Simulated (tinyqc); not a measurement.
## Yield against design margin

Cells fail independently with probability Q(k) = erfc(k/sqrt(2))/2 when the margin is k standard deviations, and Y = exp(-Nb Q(k)). phi = exp(-k^2/2)/sqrt(2 pi).  k = margin/s(dVT). With one spare that repairs any one cell, Y1 = exp(-x)(1 + x), x = Nb Q(k).

Parameters, values chosen for the exercise:
- Nb = 268435456 (number of cells)

s(dVT) = 46.6 mV

Yield against design margin:
```
M (mV)      k       Q(k)  expected failures x         Y       Y1
256     5.494   1.970e-8                5.287  0.005057  0.03179
275     5.901   1.803e-9               0.4841    0.6163   0.9146
288     6.180  3.200e-10              0.08590    0.9177   0.9965
301     6.459  5.262e-11              0.01412    0.9860   0.9999
320     6.867  3.279e-12             8.803e-4    0.9991    1.000
339     7.275  1.736e-13             4.661e-5     1.000    1.000
358     7.682  7.807e-15             2.096e-6     1.000    1.000
384     8.240  8.586e-17             2.305e-8     1.000    1.000
```

What does the comparison show?

Over a change of the margin from 256 to 384 mV, k goes from 5.49 to 8.24, the expected failures fall by 8.4 decades and the yield goes from 0.00506 to 1.000. The spare helps most at M = 275 mV among the rows, where it lifts the yield from 0.616 to 0.915.

tinyqc, about 0.01 s, one thread, Intel Xeon 2.30GHz (shared host): `OMP_NUM_THREADS=1 python tinyqc.py 2090112 2090113 out.jsonl`
